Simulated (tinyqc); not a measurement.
Worked calculation: RKS/LDA (VWN5) in the 6-311g basis, for H2, spin multiplicity 1. One step of it, computed by the program tinyqc.

Problem. Iteration 5 (converged): orbitals. Diagonalise F' = X^T F X, C = X C', fill 1 alpha and 1 beta electrons from the bottom; D = 2 C_occ C_occ^T. Each column has its largest component positive (the first on a tie).

converged F (hartree), lower triangle:
```
,1H 1s,1H 2s,1H 3s,2H 1s,2H 2s,2H 3s
1H 1s,0.520105
1H 2s,-0.290155,-0.156190
1H 3s,-0.293987,-0.211614,-0.166129
2H 1s,-0.057567,-0.142624,-0.176974,0.520105
2H 2s,-0.142624,-0.162349,-0.172985,-0.290155,-0.156190
2H 3s,-0.176974,-0.172985,-0.162716,-0.293987,-0.211614,-0.166129
```

X:
```
,1,2,3,4,5,6
1H 1s,0.753991,-0.850644,-0.717991,0.678686,0.430053,0.159992
1H 2s,-1.786560,1.532433,0.547535,0.084435,0.348757,0.245016
1H 3s,1.963168,-0.910732,0.774036,-0.491835,0.152212,0.262837
2H 1s,-0.753991,-0.850644,0.717991,0.678686,-0.430053,0.159992
2H 2s,1.786560,1.532433,-0.547535,0.084435,-0.348757,0.245016
2H 3s,-1.963168,-0.910732,-0.774036,-0.491835,-0.152212,0.262837
```

Give: F' = X^T F X; orbital energies; coefficients C; D after iteration 5.

Solution.

F' = X^T F X (hartree), lower triangle:
```
,1,2,3,4,5,6
1,1.3139
2,0.0000,1.5720
3,-0.9311,0.0000,1.0218
4,0.0000,-0.9221,0.0000,0.8560
5,0.2577,0.0000,-0.4304,0.0000,0.0877
6,0.0000,-0.0298,0.0000,-0.0016,0.0000,-0.3062
```

orbital energies (hartree): MO1 -0.3070, MO2 -0.0945, MO3 0.2254, MO4 0.3007, MO5 2.2034, MO6 2.2172

coefficients C:
```
,MO1,MO2,MO3,MO4,MO5,MO6
1H 1s,0.1524,0.1565,-0.0745,-0.1164,-1.0868,-1.1095
1H 2s,0.2883,0.3046,-0.9258,-1.0087,1.2146,1.5821
1H 3s,0.2268,0.7634,0.9285,1.7211,-0.4763,-0.9651
2H 1s,0.1524,-0.1565,-0.0745,0.1164,-1.0868,1.1095
2H 2s,0.2883,-0.3046,-0.9258,1.0087,1.2146,-1.5821
2H 3s,0.2268,-0.7634,0.9285,-1.7211,-0.4763,0.9651
```

D after iteration 5, lower triangle:
```
,1H 1s,1H 2s,1H 3s,2H 1s,2H 2s,2H 3s
1H 1s,0.0464
1H 2s,0.0879,0.1662
1H 3s,0.0691,0.1307,0.1029
2H 1s,0.0464,0.0879,0.0691,0.0464
2H 2s,0.0879,0.1662,0.1307,0.0879,0.1662
2H 3s,0.0691,0.1307,0.1029,0.0691,0.1307,0.1029
```
